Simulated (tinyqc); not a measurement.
Random telegraph noise from one oxide trap in a small MOSFET: one step of the calculation.

An acceptor-like trap exchanges electrons with the channel. Inversion charge Q = Cox u, u = n Vt W0(exp((Vg - VT)/(n Vt))), W0 the Lambert function, n = nf, Cox = eps0 eox/tox; linear regime Id = (W/L) mu Q Vd. Relative to threshold the surface potential rises by Vt ln(u/u0) and the oxide voltage by the rest of Vg - VT, with u0 = n Vt W0(1).

Task. Step height. A = W L; threshold step dV = q (1 - xt/tox)/(Cox A); gm/Id = 1/(u + n Vt); relative step dI/I = (gm/Id) dV + asc mu/A. Id as defined.

Parameters, values chosen for the exercise; values of the order met in silicon transistors:
- T = 300 K (temperature)
- eox = 24.4 (relative permittivity of the gate insulator (close to zirconium oxide))
- tox = 5.4 nm (insulator thickness)
- xt = 1.1 nm (depth of the trap from the channel interface)
- nf = 1.34 (body factor)
- W = 90 nm (gate width)
- L = 110 nm (gate length)
- mu = 360 cm^2/(V s) (mobility)
- asc = 3.2e-16 V s (scattering coefficient of the charged trap)
- Vd = 0.05 V (drain voltage)

Constants: q = 1.602176634e-19 C, kB = 1.380649e-23 J/K, Vt = kB T/q, eps0 = 8.8541878128e-14 F/cm where lengths are in cm. Results are converted to the units shown.

u = 0.14129981 V
N = 3.5283852e12 cm^-2

Find: electrons in the channel N A; dV; gm/Id; number part of dI/I; dI/I; Id; dI.

Result.

electrons in the channel N A = 349.3
dV = 0.3221 mV
gm/Id = 5.684 1/V
number part of dI/I = 0.1831 %
dI/I = 0.2994 %
Id = 8.325 uA
dI = 24.93 nA

Range of the model: VT is taken as given; short-channel effects and the uneven flow of current among few electrons are left out.

Program tinyqc, `OMP_NUM_THREADS=1 python tinyqc.py 2710148 2710149 out.jsonl`; Intel Xeon 2.30GHz, shared host, one thread, about 0.01 s.
